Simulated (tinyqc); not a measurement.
Spin curve: spin coating of a resist or spin-on film: centrifugal thinning, evaporation and the final thickness (Emslie and Meyerhofer models). Computed by tinyqc, a small Python program. Command: `OMP_NUM_THREADS=1 python tinyqc.py 3112807 3112808 out.jsonl spincoat walk`. One thread of a shared host (Intel(R) Xeon(R) Processor @ 2.30GHz), about 0.06 s of CPU time with the checks.

A Newtonian film stays uniform over the wafer; solvent and solids have the same density and the concentration is uniform through the thickness.

Inputs (values chosen for the exercise, of the order of those of a polymer resist in an ester solvent): solids volume fraction c0 = 0.28; kinematic viscosity of the solvent nu_s = 0.94 mm^2/s; viscosity constant k = 830 mm^2/s; viscosity exponent gamma = 3.3; spin speed f = 800 rpm; evaporation rate at 1000 rpm e0 = 0.23 micrometre/s; starting thickness h0 = 100 micrometre; wafer radius R = 150 mm.

Method:
- omega = 2 pi f/60; nu(c) = nu_s + k c^gamma; evaporation rate e = e0 sqrt(f/1000 rpm).
- Flow constant K = 2 omega^2/(3 nu(c0)); Reynolds number of the air omega R^2/nu_air with nu_air = 15 mm^2/s.
- Meyerhofer estimate: flow rules until (1 - c0) K h^3 = e, then evaporation alone: h_w = (e/((1 - c0) K))^(1/3), dry film c0 h_w.
- Full model for solids s and liquid l per area, h = s + l, c = s/h: ds/dt = -c Q, dl/dt = -(1 - c) Q - e, Q = 2 omega^2 h^3/(3 nu(c)); integrated adaptively (relative tolerance 1e-9) until l = 0.

dry film, estimate = 2617.40 nm

Dry film against speed:
```
f (rpm)  full model (nm)  estimate (nm)  time to dry (s)
500               3766.1         3310.8           68.306
1000              2664.5         2341.1           34.251
1500              2175.8         1911.5           22.855
2000              1884.4         1655.4           17.149
3000              1538.7         1351.6           11.438
4000              1332.6         1170.5            8.581
6000              1088.0          955.7            5.722
```

What does the comparison show, and why?

The full thickness goes as f^-0.500; the estimate as (e/omega^2)^(1/3) = f^(-1/2). The time to dry goes as f^-1.00. A thickness window of 1 % allows a speed error of about 2 %.
